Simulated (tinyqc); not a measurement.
Donor level screened by free carriers (Yukawa potential): one step. Units and screening length. Three cases, with inputs chosen for the exercise.

Question. Give Ry* = Ry m/eps^2, a* = a0 eps/m, EF, the three values of ks, and x = ks a*.

Screening wave number: Debye ks^2 = 4 pi q n/(eps kB T); Thomas-Fermi ks^2 = 6 pi q n/(eps EF) with EF = c (3 pi^2 n/gv)^(2/3)/m, c = hbar^2/2m0; the two are joined by 1/ks^2 = sqrt(1/ks_D^4 + 1/ks_TF^4). 1e18/cm^3 = 1e-6/angstrom^3, q = e^2/(4 pi eps0).

Constants: e^2/(4 pi eps0) = 14.39964547 eV angstrom; kB = 8.617333262e-05 eV/K; hbar^2/2m0 = 3.80998211 eV angstrom^2; Ry = 13.60569312 eV; a0 (Bohr radius) = 0.5291772105 angstrom.

Give: Ry*; a*; EF; ks: Debye, Thomas-Fermi, joined; x.

Case 1.

Values chosen (near those of a donor in InP, with one mean mass; shifted at random, so the results belong to these values and not to a real crystal):
- m = 0.084 m0 (mass)
- eps = 12.8 (dielectric constant)
- gv = 1 (valleys)
- T = 300 K (temperature)
- n = 0.12 x 1e18/cm^3 (free-carrier density)

Answer.

Ry* = 6.976 meV
a* = 80.64 angstrom
EF = 10.56 meV

ks: Debye, Thomas-Fermi, joined (1/angstrom): 0.00810  0.01552  0.00796

x = 0.6416

EF/kB T = 0.41, so the Debye value, the smaller one, controls the screening.

Case 2.

Values chosen (near those of a donor in Si, with one mean mass; shifted at random, so the results belong to these values and not to a real crystal):
- m = 0.325 m0 (mass)
- eps = 11.5 (dielectric constant)
- gv = 6 (valleys)
- T = 300 K (temperature)
- n = 1.2 x 1e18/cm^3 (free-carrier density)

Answer.

Ry* = 33.436 meV
a* = 18.72 angstrom
EF = 3.84 meV

ks: Debye, Thomas-Fermi, joined (1/angstrom): 0.02703  0.08591  0.02696

x = 0.5048

EF/kB T = 0.15, so the Debye value, the smaller one, controls the screening.

Case 3.

Values chosen (near those of a donor in 4H SiC, with one mean mass; shifted at random, so the results belong to these values and not to a real crystal):
- m = 0.384 m0 (mass)
- eps = 9.6 (dielectric constant)
- gv = 3 (valleys)
- T = 300 K (temperature)
- n = 4.6 x 1e18/cm^3 (free-carrier density)

Answer.

Ry* = 56.690 meV
a* = 13.23 angstrom
EF = 12.63 meV

ks: Debye, Thomas-Fermi, joined (1/angstrom): 0.05791  0.10149  0.05647

x = 0.7471

EF/kB T = 0.49, so the Debye value, the smaller one, controls the screening.

Computed by tinyqc, one run a case: `OMP_NUM_THREADS=1 python tinyqc.py N N+1 out.jsonl` with N = 1280578, 1280733, 1280870; one thread of a shared Intel(R) Xeon(R) Processor @ 2.30GHz, about 0.02 s a run at most.
